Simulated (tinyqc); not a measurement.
Trap and transport parameters from the curve.

Problem. A layer shows an ohmic current q n0 mu V/L, then a square law (9/8) th eps0 eps_r mu V^2/L^3 above Vx = 8 q n0 L^2/(9 th eps0 eps_r), and trap filling at V_TFL = q Nt L^2/(2 eps0 eps_r). th = y/(1 + y), y = (Nc/Nt) exp(-Et/kB T). The square-law current at V is given. Find th, n0, Nt and Et.

Inputs (values chosen for the exercise): temperature T = 250 K; relative permittivity eps_r = 9.1; mobility mu = 20 cm^2/(V s); thickness L = 360 nm; band density of states Nc = 8e19 cm^-3; voltage V = 7.7 V.

Constants: q = 1.602176634e-19 C, kB = 1.380649e-23 J/K, Vt = kB T/q, eps0 = 8.8541878128e-14 F/cm where lengths are in cm. Results are converted to the units shown.

Mott-Gurney J = 0.092653442 A/cm^2
Vx = 1.0252512 V
V_TFL = 141.73854 V

Answer. The square law gives th, Vx gives n0, V_TFL gives Nt, and th with Nt gives Et.

th = 4.022e-6
n0 = 1.800e10 cm^-3
Nt = 1.100e18 cm^-3
Et = 0.3600 eV

Computed by the program tinyqc: `OMP_NUM_THREADS=1 python tinyqc.py 2370044 2370045 out.jsonl`, one thread of a shared Intel Xeon 2.30GHz, about 0.01 s for the whole run.
